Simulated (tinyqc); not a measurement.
Octagonal on-chip spiral inductor, lumped pi model: one step of the calculation.

Outer diameter do = di + 2 n wd + 2 (n - 1) sp, mean da = (do + di)/2, fill p = (do - di)/(do + di), length l = 3.314 n da. L = 2.25 mu0 n^2 da/(1 + 3.55 p), mu0 = 4 pi 1e-7 H/m. Rs = rho l/(wd delta (1 - exp(-th/delta))), delta = sqrt(rho/(pi f mu0)). Cs = n wd^2 eps0 eo/hu across the coil. At each end Cox = l wd eps0 eo/(2 ho) leads to the substrate branch Rsi = 2 rs he/(l wd) in parallel with Csi = l wd eps0 11.7/(2 he). With one end grounded Y = 1/(Rs + i w L) + i w Cs + 1/[1/(i w Cox) + 1/(1/Rsi + i w Csi)], w = 2 pi f; Q = -Im Y/Re Y. Eddy currents in neighbouring turns and in the substrate are left out.

Question. Admittance, quality factor and apparent inductance. Series branch 1/(Rs + i w L), substrate branch, total Y, Q = -Im Y/Re Y, apparent inductance Im(1/Y)/w, metal-only value w L/Rs, share of the loss in the substrate Re(substrate branch)/Re Y.

Parameters, values chosen for the exercise:
- f = 5 GHz (frequency)

L = 6.0529060 nH
Rs = 7.4173123 ohm
Cs = 61.046463 fF
Cox = 117.54715 fF
Rsi = 11596.019 ohm
Csi = 89.335831 fF

Find: series branch; substrate branch; Y; Q; apparent inductance; w L/Rs; share of the loss in the substrate.

Answer.

series branch = 0.2048-5.2508i mS
substrate branch = 0.0278+1.5950i mS
Y = 0.2326-1.7380i mS
Q = 7.4703
apparent inductance = 17.993 nH
w L/Rs = 25.637
share of the loss in the substrate = 11.964 %

Q is 29.1 % of the metal-only value.

Computed by the program tinyqc: `OMP_NUM_THREADS=1 python tinyqc.py 2302013 2302014 out.jsonl`, one thread of a shared Intel Xeon 2.30GHz, about 0.01 s for the whole run.
